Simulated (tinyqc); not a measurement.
Inside a calculation. Method: RKS/exchange-only LDA in the 6-31g basis, for H2, spin multiplicity 1. One step of it, computed by the program tinyqc.

Problem. Iteration 2: building the Kohn-Sham matrix. J_ij = sum D_kl (ij|kl); F = H + J + V_xc; E = tr D H + tr D J / 2 + E_xc + E_nn.

D after iteration 1, order 1H 1s, 1H 2s, 2H 1s, 2H 2s:
$$\begin{pmatrix}
0.455842 & 0.119664 & -0.164763 & -0.103155 \\
0.119664 & 0.042691 & 0.008037 & 0.052671 \\
-0.164763 & 0.008037 & 0.292798 & 0.399962 \\
-0.103155 & 0.052671 & 0.399962 & 0.587276
\end{pmatrix}$$

core Hamiltonian H = T + V (hartree), order 1H 1s, 1H 2s, 2H 1s, 2H 2s:
$$\begin{pmatrix}
-0.742721 & -0.799581 & -0.379595 & -0.529749 \\
-0.799581 & -0.836819 & -0.529749 & -0.683727 \\
-0.379595 & -0.529749 & -0.742721 & -0.799581 \\
-0.529749 & -0.683727 & -0.799581 & -0.836819
\end{pmatrix}$$

Two-electron integrals (ij|kl) in chemists' order, unique and non-zero (hartree):
```
(11|11) 1.076566   (21|11) 0.578470   (21|21) 0.329423   (22|11) 0.587396
(22|21) 0.361304   (22|22) 0.453150   (31|11) 0.156160   (31|21) 0.091807
(31|22) 0.105320   (31|31) 0.036841   (32|11) 0.207361   (32|21) 0.130192
(32|22) 0.168352   (32|31) 0.057622   (32|32) 0.106937   (33|11) 0.480332
(33|21) 0.310096   (33|22) 0.422388   (33|31) 0.156160   (33|32) 0.320826
(33|33) 1.076566   (41|11) 0.320826   (41|21) 0.184051   (41|22) 0.204232
(41|31) 0.057622   (41|32) 0.084241   (41|33) 0.207361   (41|41) 0.106937
(42|11) 0.380337   (42|21) 0.236595   (42|22) 0.304404   (42|31) 0.081615
(42|32) 0.141800   (42|33) 0.380337   (42|41) 0.141800   (42|42) 0.228596
(43|11) 0.310096   (43|21) 0.198728   (43|22) 0.269369   (43|31) 0.091807
(43|32) 0.184051   (43|33) 0.578470   (43|41) 0.130192   (43|42) 0.236595
(43|43) 0.329423   (44|11) 0.422388   (44|21) 0.269369   (44|22) 0.367966
(44|31) 0.105320   (44|32) 0.204232   (44|33) 0.587396   (44|41) 0.168352
(44|42) 0.304404   (44|43) 0.361304   (44|44) 0.453150
```

nuclear repulsion = 0.48548368 hartree

V_xc (hartree), order 1H 1s, 1H 2s, 2H 1s, 2H 2s:
$$\begin{pmatrix}
-0.414170 & -0.217558 & -0.078600 & -0.129461 \\
-0.217558 & -0.213862 & -0.140252 & -0.175496 \\
-0.078600 & -0.140252 & -0.452406 & -0.245544 \\
-0.129461 & -0.175496 & -0.245544 & -0.247614
\end{pmatrix}$$

E_xc = sum of w rho eps_xc = -0.51931749 hartree

Give: Coulomb J; Kohn-Sham matrix F; total energy of this density.

Solution.

Coulomb J (hartree), order 1H 1s, 1H 2s, 2H 1s, 2H 2s:
$$\begin{pmatrix}
1.2168 & 0.7247 & 0.2642 & 0.4380 \\
0.7247 & 0.8868 & 0.4743 & 0.6926 \\
0.2642 & 0.4743 & 1.3851 & 0.8163 \\
0.4380 & 0.6926 & 0.8163 & 0.9658
\end{pmatrix}$$

Kohn-Sham matrix F (hartree), order 1H 1s, 1H 2s, 2H 1s, 2H 2s:
$$\begin{pmatrix}
0.0599 & -0.2924 & -0.1940 & -0.2212 \\
-0.2924 & -0.1639 & -0.1957 & -0.1666 \\
-0.1940 & -0.1957 & 0.1900 & -0.2289 \\
-0.2212 & -0.1666 & -0.2289 & -0.1187
\end{pmatrix}$$

total energy of this density = -0.646764 hartree

This density is a damped mixture and is not idempotent.
